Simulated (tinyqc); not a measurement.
Inside a calculation. Method: MP2 on RHF in the 6-31g basis, for H3+, spin multiplicity 1. One step of it, computed by the program tinyqc.

Problem. Orthogonalisation. S = U s U^T; canonical form X = U s^(-1/2), so that X^T S X = 1. Each column of U has its largest component positive (the first on a tie).

overlap S, order 1H 1s, 1H 2s, 2H 1s, 2H 2s, 3H 1s, 3H 2s:
$$\begin{pmatrix}
1.000000 & 0.658292 & 0.338951 & 0.458052 & 0.290206 & 0.432849 \\
0.658292 & 1.000000 & 0.458052 & 0.800519 & 0.432849 & 0.773184 \\
0.338951 & 0.458052 & 1.000000 & 0.658292 & 0.289880 & 0.432671 \\
0.458052 & 0.800519 & 0.658292 & 1.000000 & 0.432671 & 0.772989 \\
0.290206 & 0.432849 & 0.289880 & 0.432671 & 1.000000 & 0.658292 \\
0.432849 & 0.773184 & 0.432671 & 0.772989 & 0.658292 & 1.000000
\end{pmatrix}$$

Give: eigenvalues of S; X.

Solution.

eigenvalues of S: [0.1247, 0.1423, 0.4757, 0.7358, 0.8201, 3.7014]

X, order 1H 1s, 1H 2s, 2H 1s, 2H 2s, 3H 1s, 3H 2s:
$$\begin{pmatrix}
-0.7015 & 0.3932 & 0.6566 & 0.7737 & -0.4294 & 0.1799 \\
1.8790 & -0.9899 & -0.5079 & 0.2886 & -0.1491 & 0.2427 \\
0.6991 & 0.3974 & 0.6571 & -0.7708 & -0.4336 & 0.1799 \\
-1.8725 & -1.0005 & -0.5077 & -0.2880 & -0.1508 & 0.2426 \\
0.0025 & -0.8124 & 0.7064 & -0.0024 & 0.8233 & 0.1746 \\
-0.0067 & 2.0186 & -0.4737 & -0.0012 & 0.3524 & 0.2391
\end{pmatrix}$$
